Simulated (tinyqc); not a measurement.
What each parameter does: core-shell quantum dot (spherical envelope functions).

Parabolic bands; strain and other valleys are left out. s states, u = r psi, hard wall at R + H, c = hbar^2/2m0, energies from the band edges of the core. Core: u = sin(k1 r)/k1, k1 = sqrt(m1 E/c). At R, psi and psi'/m are continuous, so u is continuous and its slope in the shell is s = u/R + (m2/m1)(u' - u/R). Shell: u(R + x) = u(R) cos(k2 x) + s sin(k2 x)/k2, k2 = sqrt(m2 (E - V)/c); for negative arguments the functions turn into sinh and cosh. A level has u(R + H) = 0.

Overlap = (integral of u_e u_h)^2 with normalised u. Coulomb integrals J_ab = (q/eps) double integral of u_a(r)^2 u_b(s)^2/max(r, s), q = e^2/(4 pi eps0), one eps everywhere. Exciton E = Eg + E_e + E_h - J_eh; first-order biexciton shift J_ee + J_hh - 2 J_eh (positive: repulsive).

Constants: hbar^2/2m0 = 3.80998211 eV angstrom^2; e^2/(4 pi eps0) = 14.39964547 eV angstrom; hc = 1239.841984 eV nm.

Inputs chosen for the exercise (near those of an InAs/InP core-shell dot; not measured data):
- R = 36 angstrom (core radius)
- H = 36 angstrom (shell thickness)
- Vc = 0.48 eV (conduction edge of the shell above that of the core)
- Vv = 0.371 eV (hole barrier of the shell)
- me1 = 0.029 m0 (electron, core)
- me2 = 0.082 m0 (electron, shell)
- mh1 = 0.362 m0 (hole, core)
- mh2 = 0.501 m0 (hole, shell)
- Eg = 0.417 eV (gap of the core)
- eps = 12.4 (dielectric constant)

All quantities anew.

One parameter was then changed.

Results before and after:

| case | E (eV) | overlap | electron in core | biexciton shift (meV) |
|---|---|---|---|---|
| base | 0.722 | 0.777 | 0.730 | 3.9 |
| changed | 0.731 | 0.811 | 0.730 | 3.1 |

Which of these changes was made? (a) Vc = 0.38 eV; (b) me2 = 0.103 m0; (c) eps = 14.3; (d) Vv = 0.278 eV; (e) R = 33 angstrom; (f) mh1 = 0.29 m0; (g) H = 41 angstrom.

Answer: (f) mh1 = 0.29 m0. Of the candidates, run in turn, only this one gives the changed row.

All candidates:

| case | E (eV) | overlap | electron in core | biexciton shift (meV) |
|---|---|---|---|---|
| base | 0.722 | 0.777 | 0.730 | 3.9 |
| R = 33 angstrom | 0.755 | 0.760 | 0.691 | 4.6 |
| H = 41 angstrom | 0.721 | 0.771 | 0.724 | 4.0 |
| Vc = 0.38 eV | 0.693 | 0.733 | 0.686 | 4.7 |
| Vv = 0.278 eV | 0.719 | 0.813 | 0.730 | 3.3 |
| me2 = 0.103 m0 | 0.697 | 0.787 | 0.746 | 3.8 |
| mh1 = 0.29 m0 | 0.731 | 0.811 | 0.730 | 3.1 |
| eps = 14.3 | 0.727 | 0.777 | 0.730 | 3.4 |

Program tinyqc; command `OMP_NUM_THREADS=1 python tinyqc.py 1251459 1251460 out.jsonl`; about 0.06 s on one thread of a shared Intel(R) Xeon(R) Processor @ 2.30GHz.
